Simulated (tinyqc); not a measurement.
Delta-doped HEMT, charge control: two steps of the calculation.

A two-dimensional electron gas of density ns under a barrier. EF and the subbands are counted from the conduction-band edge of the channel at the interface. Two subbands of a triangular well with an infinite wall, parabolic band, no carriers in the barrier.

Values chosen for this exercise; material values close to those of InGaP on GaAs:
```
symbol   value   unit                                                  meaning
T          500      K                                              temperature
d           28     nm                   barrier thickness from gate to channel
ds         4.5     nm                       undoped spacer next to the channel
me      0.0678     m0                             electron mass in the channel
ec        12.6                            relative permittivity of the channel
ebr       11.6                            relative permittivity of the barrier
phiB     0.944     eV                               barrier height of the gate
dEc       0.13     eV                                   conduction-band offset
ND      3.6e12  cm^-2  sheet density of the donor plane at ds from the channel
eta        0.5                  share of ns that counts in the confining field
Nb           0  cm^-2                           depletion charge of the buffer
Vg           0      V                                             gate voltage
```

Constants: q = 1.602176634e-19 C, kB = 1.380649e-23 J/K, hbar = 1.054571817e-34 J s, m0 = 9.1093837015e-31 kg, Vt = kB T/q, eps0 = 8.8541878128e-14 F/cm where lengths are in cm, hbar^2/(2 m0) = 0.0380998212 eV nm^2. Results are converted to the units shown.

Question 1. New ns. F = q (eta ns + Nb)/(eps0 ec) in eV/nm; E_k = a_k (C F^2/me)^(1/3), a_0 = 2.338107, a_1 = 4.087949, C = hbar^2/(2 m0); D = me m0 q/(pi hbar^2); ns = D Vt [ln(1 + exp((EF - E_0)/Vt)) + ln(1 + exp((EF - E_1)/Vt))], which gives EF = E_0 + Vt ln{2 s/[(1 + u) + sqrt((1 + u)^2 + 4 u s)]} with s = exp(ns/(D Vt)) - 1, u = exp((E_0 - E_1)/Vt). Newton: g = ns + Nb - eps0 eb (Vg - Voff - EF)/(q d), ns(new) = ns - g/(1 + (eps0 eb/(q d)) dEF/dns), the derivative by central differences over +/- 0.01 % of ns.

ns at the start = 6.9e11 cm^-2
eb = 11.6
Voff = -0.50569642 V

Find: E_0; E_1; EF; dEF/dns; ns after iteration 1.

Answer 1.

E_0 = 0.056075 eV
E_1 = 0.098042 eV
EF = 0.025063 eV
dEF/dns = 0.14036 eV per 1e12 cm^-2
ns after iteration 1 = 1.0006e12 cm^-2

Question 2. Fermi level, second subband and capacitance. Fully depleted barrier with eb = ebr: Vp = q ND (d - ds)/(eps0 eb); donors per area ND; Voff = phiB - dEc - Vp.

Gate capacitance C = q dns/dVg = eps0 eb/(d + dd), dd = (eps0 eb/q) dEF/dns. dEF/dns by central differences over +/- 0.01 % of ns.

converged ns = 1.0091800e12 cm^-2

Find: EF; share of the second subband; dd; C.

Answer 2.

EF = 0.064908 eV
share of the second subband = 26.051 %
dd = 7.2164 nm
C = 0.29165 uF/cm^2

The rise of EF with ns acts as 7.22 nm of extra barrier, 25.8 % of d. EF is 0.50 of the band offset dEc.

Numbers from tinyqc (`OMP_NUM_THREADS=1 python tinyqc.py 2180104 2180105 out.jsonl`; about 0.01 s on one thread of a shared Intel Xeon 2.30GHz).
